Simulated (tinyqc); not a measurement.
Configuration-coordinate model of a defect: Huang-Rhys factor and luminescence line shape: one step, computed by the program tinyqc. Command: `OMP_NUM_THREADS=1 python tinyqc.py 3021831 3021832 out.jsonl ccline walk`. One thread of a shared host (Intel(R) Xeon(R) Processor @ 2.30GHz), about 0.02 s of CPU time with the checks.

Ground state E_g(Q) = (1/2) omega_g^2 Q^2; excited state E_e(Q) = E_0 + (1/2) omega_e^2 (Q - dQ)^2 with E_0 = E_ZPL - (hbar omega_e - hbar omega_g)/2. Q is mass-weighted; the dipole does not depend on Q (Condon approximation).

Question. Crossing, radiative lifetime and thermal quenching. The curves cross at the root Q_c nearest dQ; the barrier is (1/2) omega_e^2 (Q_c - dQ)^2, with (1/2) omega^2 = (hbar omega)^2/(2 hbar^2/u). k_r = n_r omega^3 mu^2/(3 pi eps_0 hbar c^3) at the vertical emission energy, without local-field correction; k_nr = nu_0 exp(-barrier/k_B T) (Mott-Seitz); yield = k_r/(k_r + k_nr); T_1/2 = barrier/(k_B ln(nu_0/k_r)).

Inputs (values chosen for the exercise, for a model defect in a wide-gap host): zero-phonon energy E_ZPL = 4.33 eV; displacement dQ = 0.753 u^(1/2) angstrom; ground-state phonon hbar omega_g = 63.2 meV; excited-state phonon hbar omega_e = 56.3 meV; temperature T = 77 K; refractive index n_r = 2.36; transition dipole mu = 1 e angstrom; quenching prefactor nu_0 = 2e+12 1/s.

Modes: different frequencies.

vertical emission energy = 4.062555 eV

Constants: hbar^2/u = 4.18015928e-03 eV angstrom^2; hbar = 6.582119569e-16 eV s; e = 1.602176634e-19 C; eps_0 = 8.8541878128e-12 F/m; hbar = 1.054571817e-34 J s; c = 299792458 m/s; k_B = 8.617333262e-05 eV/K.

Give: Q_c; classical barrier; radiative lifetime; luminescence yield; quenching temperature T_1/2.

Answer.

Q_c = 4.4875 u^(1/2) angstrom

classical barrier = 5.2877 eV

radiative lifetime = 1.6647 ns

luminescence yield = 1

quenching temperature T_1/2 = 7565.6 K

The barrier is so high that this route does not halve the yield below 1000 K. Caution: the curves cross far outside the range of the harmonic model, so the barrier and T_1/2 have no quantitative meaning.
